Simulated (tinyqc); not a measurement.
Schottky barriers and band offsets from neutrality levels, step by step. Values are carried at full precision from step to step, so a last printed digit may differ when a step is redone from the rounded ones.

Pinning factor S = 1/(1 + 0.1 (eps - 1)^2); depth of the neutrality level below vacuum PhiN = chi + Eg - EN. Barrier for electrons phi_n = S (WM - PhiN) + (PhiN - chi), for holes phi_p = Eg - phi_n; effective work function PhiN + S (WM - PhiN).

Constants: e^2/(4 pi eps0) = 14.39964547 eV angstrom.

Values chosen for the exercise:
- Eg1 = 0.67 eV (gap of material 1, near Ge)
- chi1 = 4.07 eV (its electron affinity)
- eps1 = 15.88 (its optical dielectric constant)
- EN1 = 0.08 eV (its neutrality level above the valence top)
- WM = 4.54 eV (work function of a metal)
- Eg2 = 5.32 eV (gap of material 2, near Si3N4)
- chi2 = 2.1 eV (its electron affinity)
- eps2 = 3.86 (its optical dielectric constant)
- EN2 = 2.66 eV (its neutrality level above the valence top)
- dl = 3.6 angstrom (width of the interface dipole layer)
- ei = 1 (its dielectric constant)

## Barrier of a metal contact

Compare with the Schottky-Mott value WM - chi (S = 1) and full pinning (S = 0).

S = 0.0432
PhiN = 4.660 eV
phi_n = 0.585 eV
phi_p = 0.085 eV
phi_n for S = 1 and S = 0 (eV): 0.470  0.590

The barrier lies 4 % of the way from the pinned to the Schottky-Mott value.

## Band offsets of two materials

Offset of the conduction edges, dEc = Ec(2) - Ec(1) = (chi1 - PhiN1) - (chi2 - PhiN2) + S (PhiN1 - PhiN2), PhiN = chi + Eg - EN, S = 1/(1 + 0.1 (eps - 1)^2) of the material with the wider gap; dEv = Ev(1) - Ev(2) = Eg2 - Eg1 - dEc.

Compare with the affinity rule (S = 1) and aligned neutrality levels (S = 0).

PhiN1, PhiN2 (eV): 4.660  4.760

S = 0.5501
dEc = 2.015 eV
dEv = 2.635 eV
dEc for S = 1 and S = 0 (eV): 1.970  2.070

As a gate insulator on material 1, material 2 should offer 1 eV at each edge; it does at both (smaller barrier 2.01 eV, for electrons).

## The density of gap states that S implies

S and PhiN are those of material 1, from the metal contact. In the picture of a dipole layer, S = 1/(1 + 4 pi (e^2/4 pi eps0) D dl/ei) with D states per area and energy. The charge in the gap states is D (WM - PhiN) S electrons missing per area, and the dipole step is (1 - S)(WM - PhiN). 1 angstrom^-2 = 1e16 cm^-2.

D = 3.399e+14 1/(cm^2 eV)
electrons missing from the gap states (negative: in excess) = -1.76e+12 cm^-2
dipole step = -0.115 eV

A surface holds about 1e15 atoms per cm^2, so 0.2 % of an electron per atom makes this step.

## Checks

- Offset for S = 1 against the difference of the affinities (eV): both 1.970.

(tinyqc, `OMP_NUM_THREADS=1 python tinyqc.py 1850321 1850322 out.jsonl`, Intel(R) Xeon(R) Processor @ 2.30GHz, 1 thread, shared host, about 0.01 s.)
